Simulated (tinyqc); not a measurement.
Inside a calculation. Model: absorption edge of a degenerate semiconductor, band filling against gap narrowing.

Computed by the program tinyqc: `OMP_NUM_THREADS=1 python tinyqc.py 2330064 2330065 out.jsonl`, one thread of a shared Intel Xeon 2.30GHz, about 0.01 s for the whole run. Printed values are rounded.

n-type, parabolic bands, full ionisation. eta = (EF - Ec)/kB T solves N = Nc F12(eta), F12(x) = (2/sqrt(pi)) int_0^infinity sqrt(u)/(1 + exp(u - x)) du. The gap shrinks rigidly by dEg = a3 y^(1/3) + a4 y^(1/4) + a2 y^(1/2), y = N/1e18 cm^-3, an empirical law that is here taken as the true narrowing.

Parameters, values chosen for the exercise; band and dielectric values close to those of indium phosphide: temperature T = 400 K; band gap Eg = 1.34 eV; conduction-band density of states at 400 K, from me Nc = 8.55e17 cm^-3; electron mass me = 0.0788 m0; hole mass mh = 0.601 m0; ionised donor density N = 6.5e18 cm^-3; coefficient of (N/1e18)^(1/3) a3 = 11 meV; coefficient of (N/1e18)^(1/4) a4 = 4.9 meV; coefficient of (N/1e18)^(1/2) a2 = 1.4 meV.

Constants: q = 1.602176634e-19 C, kB = 1.380649e-23 J/K, h = 6.62607015e-34 J s, c = 299792458 m/s, Vt = kB T/q. Results are converted to the units shown.

Range of the model: Band tails, non-parabolic bands and incomplete ionisation are left out.

## Iteration 1: Fermi level

eta at the start (Boltzmann value) = 2.0285

Newton step on ln F12(eta) = ln(N/Nc): eta(new) = eta - ln(Nc F12/N) F12/Fm, Fm(x) = dF12/dx = (1/sqrt(pi)) int_0^infinity u^(-1/2)/(1 + exp(u - x)) du.

F12 = 2.86562
Fm = 1.47619
eta after iteration 1 = 3.92250

## Course of the iteration

Stop when eta changes by less than 1e-9.

Course of the iteration:

| iteration | eta | change |
|---|---|---|
| 1 | 3.92250 | 1.89 |
| 2 | 4.45382 | 0.531 |
| 3 | 4.48290 | 0.0291 |
| 4 | 4.48298 | 7.79e-5 |
| 5 | 4.48298 | 5.55e-10 |

Converged in 5 iterations.

## The optical edge

converged eta = 4.48298

Vertical transitions need an empty final state: the edge is taken where the state lies 4 kB T below EF, E_opt = Eg - dEg + (1 + me/mh) max(eta - 4, 0) kB T; wavelength h c/(q E_opt).

dEg = 31.9220 meV
EF - Ec = 154.525 meV
filling shift = 18.8307 meV
E_opt = 1.32691 eV
wavelength = 934.384 nm

The edge lies 13.1 meV below the undoped gap: narrowing outweighs filling.
